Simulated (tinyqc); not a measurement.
FCI on RHF in the sto-3g basis, for H3+, spin multiplicity 1, step by step. One step of it, computed by the program tinyqc.

Task: FCI: determinants and Hamiltonian. Slater-Condon rules over spin orbitals, with the nuclear repulsion added and E(HF) subtracted on the diagonal.

one-electron integrals over orbitals h = C^T H C (hartree):
```
           1          2          3
1  -1.966278   0.000024  -0.000067
2   0.000024  -1.065068   0.000000
3  -0.000067   0.000000  -1.064548
```

Two-electron integrals over orbitals (pq|rs), unique and non-zero (hartree):
```
(11|11) 0.642415    (21|11) -0.000024   (21|21) 0.144323    (22|11) 0.622369
(22|21) 0.028498    (22|22) 0.694837    (31|11) 0.000067    (31|22) -0.079152
(31|31) 0.144322    (32|11) 7.21e-09    (32|21) -0.079213   (32|22) -0.000020
(32|31) -0.028493   (32|32) 0.067787    (33|11) 0.622445    (33|21) -0.028515
(33|22) 0.559385    (33|31) 0.079199    (33|32) 0.000020    (33|33) 0.694884
```

nuclear repulsion = 2.10244835 hartree

Hartree-Fock energy = -1.18769298 hartree

Give: determinants; H - E(HF) between determinants.

Result:

Occupation strings over the orbitals (2 doubly, a alpha, b beta, 0 empty; spin orbitals ordered 1a 1b 2a 2b ...): 200 ab0 a0b ba0 b0a 020 0ab 0ba 002

H - E(HF) between determinants (hartree):
```
        200      ab0      a0b      ba0      b0a      020      0ab      0ba
200  0.0000   0.0000   0.0000   0.0000   0.0000   0.1443   0.0000   0.0000
ab0  0.0000   0.8812   0.0000  -0.1443   0.0000   0.0285  -0.0792   0.0792
a0b  0.0000   0.0000   0.8818   0.0000  -0.1443  -0.0792  -0.0285   0.0285
ba0  0.0000  -0.1443   0.0000   0.8812   0.0000  -0.0285   0.0792  -0.0792
b0a  0.0000   0.0000  -0.1443   0.0000   0.8818   0.0792   0.0285  -0.0285
020  0.1443   0.0285  -0.0792  -0.0285   0.0792   1.8548   0.0000   0.0000
0ab  0.0000  -0.0792  -0.0285   0.0792   0.0285   0.0000   1.7199  -0.0678
0ba  0.0000   0.0792   0.0285  -0.0792  -0.0285   0.0000  -0.0678   1.7199
002  0.1443  -0.0285   0.0791   0.0285  -0.0791   0.0678   0.0000   0.0000

         002
200   0.1443
ab0  -0.0285
a0b   0.0791
ba0   0.0285
b0a  -0.0791
020   0.0678
0ab   0.0000
0ba   0.0000
002   1.8559
```
